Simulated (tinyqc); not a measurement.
Against the Fermi level: single-band model of a thermoelectric material. Computed by tinyqc, a small Python program. Command: `OMP_NUM_THREADS=1 python tinyqc.py 3018210 3018211 out.jsonl thermo walk`. One thread of a shared host (Intel(R) Xeon(R) Processor @ 2.30GHz), about 0.01 s of CPU time with the checks.

One spherical band, one scattering law, no minority carriers and no phonon drag. In a real material minority carriers limit |S| to about E_g/(2 e T), so larger values are formal. eta = E_F/(k_B T) is counted from the band edge; f = 1/(1 + exp(x - eta)).

Inputs (values chosen for the exercise, modelled on n-type SiGe):
```
quantity,value,unit
density-of-states mass m,1.1,m_0
non-parabolicity alpha,1.2,1/eV
mobility parameter mu_300,370,cm^2/(V s)
temperature exponent p,2,-
lattice thermal conductivity kappa_L,3.6,W/(m K)
temperature T,1110,K
```

Band: Kane. Scattering: acoustic phonons, r = -0.5.

Constants: k_B = 8.617333262e-05 eV/K; e = 1.602176634e-19 C; m_0 = 9.1093837015e-31 kg; k_B = 1.380649e-23 J/K; hbar = 1.054571817e-34 J s.

Method:
- With x = E/(k_B T), a = alpha k_B T (0 for a parabolic band), G = x (1 + a x), D = 1 + 2 a x and <y> = int y f (1 - f) dx, f = 1/(1 + exp(x - eta)): tau = tau_0 G^r/D; transport function s = G^(3/2 + r)/D^2; n = N_0 <G^(3/2)> with N_0 = (2 m k_B T)^(3/2)/(3 pi^2 hbar^3).
- Integrals over x = E/(k_B T) use 160 Gauss-Legendre points in u = sqrt(x) from 0 to sqrt(max(eta, 0) + 32).
- sigma = e mu_0 N_0 <s> with mu_0 = e tau_0/m = mu_300 (T/300 K)^(-p); |S| = (k_B/e)(<x s>/<s> - eta); Lorenz number L = (k_B/e)^2 (<x^2 s>/<s> - (<x s>/<s>)^2); kappa_e = L sigma T; zT = S^2 sigma T/(kappa_L + kappa_e).

The same material at other dopings:
```
eta,n (1/cm^3),|S| (microvolt/K),sigma (S/cm),power factor (microwatt/(cm K^2)),zT
-4,5.5202e+18,487.57,7.6,1.7971,5.5270e-02
-3,1.4870e+19,402.63,20.2,3.2695,1.0013e-01
-2,3.9477e+19,319.67,52.2,5.3372,1.6168e-01
-1,1.0124e+20,241.39,126.2,7.3537,2.1704e-01
0,2.4222e+20,172.42,267.0,7.9368,2.2216e-01
1,5.2112e+20,117.46,468.2,6.4596,1.6615e-01
2,9.9445e+20,77.86,681.7,4.1321,9.5880e-02
4,2.6909e+21,33.95,1001.8,1.1543,2.2240e-02
6,5.6187e+21,15.80,1173.9,0.2930,5.0323e-03
10,1.6284e+22,4.74,1319.9,0.0296,4.6332e-04
```

|S| falls and sigma rises with eta, so their product S^2 sigma peaks: among these rows at eta = 0, and zT at eta = 0, where |S| = 172 microvolt/K. zT stays above 90 % of its best row from n = 1.0e20 to 2.4e20 per cm^3.

Extremes, crossings and ranges named in words are read from the listed rows.
